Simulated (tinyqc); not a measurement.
# Trench capacitor in an array: capacitance, non-linearity, leakage and relaxation, step by step

Program tinyqc, `OMP_NUM_THREADS=1 python tinyqc.py 2102184 2102185 out.jsonl`; Intel Xeon 2.30GHz, shared host, one thread, about 0.01 s. Printed values are rounded.

A film between two metal electrodes, each interface adding a series capacitance ci. The small-signal permittivity is ek (1 + aq E^2); the field is found with the linear permittivity. Leakage J = J0 sinh(E/Ef). After a voltage step the film passes a relaxation current kr C V tt^(-nr), tt being the time in seconds. The sidewall is a coaxial capacitor with radii a = dm/2 - t and b = dm/2, depth AR dm; the end face is left out.

Values chosen for this exercise; permittivity of the order of that of silicon nitride: relative permittivity of the film ek = 7.08; film thickness t = 8.9 nm; capacitance of each electrode interface (dead layer and screening) ci = 180 uF/cm^2; quadratic field coefficient of the permittivity aq = 0.0021 cm^2/MV^2; bias V = 2.5 V; leakage prefactor J0 = 2.8e-11 A/cm^2; field for an e-fold rise of the leakage Ef = 0.25 MV/cm; diameter of the hole dm = 82 nm; aspect ratio, depth over diameter AR = 50; pitch of the square array pt = 160 nm; resistivity of the inner electrode rho = 1000 uohm cm.

Constants: eps0 = 8.8541878128e-14 F/cm where lengths are in cm. Results are converted to the units shown.

## Planar capacitance, field and non-linearity

Planar film: Cf = eps0 ek/t, 1/C = 1/Cf + 2/ci, EOT = 3.9 eps0/C, effective permittivity C t/eps0, E = (V/t) C/Cf; quadratic coefficient [C(V)/C - 1]/V^2 with Cf (1 + aq E^2) in C(V).

Cf = 0.7043556 uF/cm^2
C = 0.6988860 uF/cm^2
EOT = 4.940911 nm
effective permittivity = 7.025021
E = 2.787176 MV/cm
quadratic coefficient = 2589.568 ppm/V^2
J = 9.726316e-7 A/cm^2

The interfaces take 0.777 % of the voltage.

## Cell capacitance, fields and time constant

Per length 1/c = ln(b/a)/(2 pi eps0 ek) + (1/a + 1/b)/(2 pi ci); cell capacitance c AR dm; per footprint over pt^2; fields c V/(2 pi eps0 ek r) at r = a and b; resistance of the inner electrode rho AR dm/(pi a^2); time constant R C/3 of the distributed line.

a = 32.1 nm
b = 41 nm
cell capacitance = 6.547325 fF
capacitance per footprint = 25.57549 uF/cm^2
field at a = 3.157571 MV/cm
field at b = 2.472147 MV/cm
R = 12.66555 kohm
R C/3 = 27.64181 ps

The array gives 36.6 times the planar capacitance per footprint; curvature makes the field at the inner electrode 1.13 times the planar value.
